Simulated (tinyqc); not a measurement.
Plane-wave Kohn-Sham cycle with exchange-only LDA in a layered model solid, step by step. One step of it, computed by the program tinyqc.

Question. Iteration 1: Hamiltonian at one k. H(m,m') = (k + G_m)^2/2 delta + V(G_m - G_m'), with V(-G) = V(G).

A solid whose potential varies along x alone (atomic units):
```
parameter                      value
period a                   16.000000
cross-section of the cell  24.000000
electrons per cell                 2
grid points                       16
plane waves -n..n, n               2
k points                           1
V1 in V1 cos(2 pi x/a)     -0.710000
V2 in V2 cos(4 pi x/a)     -0.190000
```

V(G_m), m = 0, 1, 2, ... (hartree): [-0.170696, -0.355000, -0.095000, 0.000000, 0.000000]

k = 0.000000 2 pi / a

Give: H.

Answer.

H (hartree), order -2, -1, +0, +1, +2:
$$\begin{pmatrix}
0.1377 & -0.3550 & -0.0950 & 0.0000 & 0.0000 \\
-0.3550 & -0.0936 & -0.3550 & -0.0950 & 0.0000 \\
-0.0950 & -0.3550 & -0.1707 & -0.3550 & -0.0950 \\
0.0000 & -0.0950 & -0.3550 & -0.0936 & -0.3550 \\
0.0000 & 0.0000 & -0.0950 & -0.3550 & 0.1377
\end{pmatrix}$$
